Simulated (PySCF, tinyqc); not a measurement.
Inside a calculation. Method: CID on RHF in the sto-6g basis, for H4, spin multiplicity 1. The lowest restricted solution is unstable here: a spin-polarised one lies 0.1681 hartree lower (PySCF). One step of it, computed by the program tinyqc.

Problem. CID: determinants and Hamiltonian. Slater-Condon rules over spin orbitals, with the nuclear repulsion added and E(HF) subtracted on the diagonal. Only determinants linked to the reference directly or through others are kept (one block of an abelian symmetry group), so some states are absent.

one-electron integrals over orbitals h = C^T H C (hartree), lower triangle:
```
           1          2          3          4
1  -1.485009
2   0.000000  -1.189072
3   0.131574   0.000000  -1.109616
4   0.000000  -0.098950   0.000000  -1.028203
```

Two-electron integrals over orbitals (pq|rs), unique and non-zero (hartree):
```
(11|11) 0.465586    (21|21) 0.110929    (22|11) 0.332991    (22|22) 0.388377
(31|11) -0.098471   (31|22) 0.035688    (31|31) 0.096237    (32|21) 0.104480
(32|32) 0.194712    (33|11) 0.341924    (33|22) 0.390824    (33|31) 0.030437
(33|33) 0.400447    (41|21) 0.056169    (41|32) -0.044456   (41|41) 0.129132
(42|11) 0.094314    (42|22) -0.033508   (42|31) -0.091784   (42|33) -0.035628
(42|42) 0.096077    (43|21) -0.112108   (43|32) -0.109745   (43|41) -0.056445
(43|43) 0.120136    (44|11) 0.481321    (44|22) 0.352335    (44|31) -0.098685
(44|33) 0.360165    (44|42) 0.100427    (44|44) 0.516647
```

nuclear repulsion = 1.58405545 hartree

Hartree-Fock energy = -1.80003686 hartree

Give: determinants; H - E(HF) between determinants.

Solution.

Occupation strings over the orbitals (2 doubly, a alpha, b beta, 0 empty; spin orbitals ordered 1a 1b 2a 2b ...): 2200 aabb 2020 abab 2002 abba baab 0220 baba 0202 bbaa

H - E(HF) between determinants (hartree), lower triangle:
```
         2200     aabb     2020     abab     2002     abba     baab     0220
2200   0.0000
aabb   0.0473   0.6007
2020   0.1947  -0.0445   0.2361
abab   0.0445  -0.1947  -0.0677   0.6394
2002   0.0961   0.0918   0.1201  -0.1121   1.0069
abba  -0.0918  -0.0961   0.1121  -0.1201   0.0203   0.5079
baab  -0.0918  -0.0962   0.1121  -0.1109   0.0203   0.0000   0.5079
0220   0.0962   0.0918   0.1109  -0.1121   0.0000   0.0203   0.0203   0.7494
baba   0.0445  -0.1291  -0.0677   0.0000  -0.1121  -0.1109  -0.1201  -0.1121
0202   0.1291  -0.0445   0.0000  -0.0677   0.1109   0.1121   0.1121   0.1201
bbaa   0.0473   0.0000  -0.0445  -0.1291   0.0918  -0.0962  -0.0961   0.0918

         baba     0202    bbaa
baba   0.6394
0202  -0.0677   1.0718
bbaa  -0.1947  -0.0445  0.6007
```
